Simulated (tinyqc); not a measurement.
Vacuum evaporation: vapour pressure, source flux, thickness distribution, purity and step coverage: one step, computed by the program tinyqc. Command: `OMP_NUM_THREADS=1 python tinyqc.py 3112626 3112627 out.jsonl evap walk`. One thread of a shared host (Intel(R) Xeon(R) Processor @ 2.30GHz), about 0.01 s of CPU time with the checks.

Molecular flow, unit sticking of the metal, no re-evaporation. The background gas is taken as water vapour (18.015 g/mol, collision diameter 0.37 nm) at 300 K.

Question. Offset source and rotation. Rotating wafer, source offset by s and facing upwards: thickness at radius r is the mean over the angle a of (1 + (r^2 + s^2 - 2 r s cos a)/h^2)^(-(n + 3)/2), by 360 equal steps; non-uniformity (max - min)/(max + min) over 21 radii from 0 to R.

Inputs (values chosen for the exercise, modelled on aluminium, with constants for the liquid):
```
quantity                         value  unit
directionality n                     2     -
source-to-wafer distance h          50    cm
wafer radius R                       5    cm
source offset from the axis s/h   0.83     -
```

Give: centre thickness relative to an axial source; edge over centre, rotating; non-uniformity, rotating.

Answer.

centre thickness relative to an axial source = 0.26977

edge over centre, rotating = 1.0062

non-uniformity, rotating = 0.31084 %
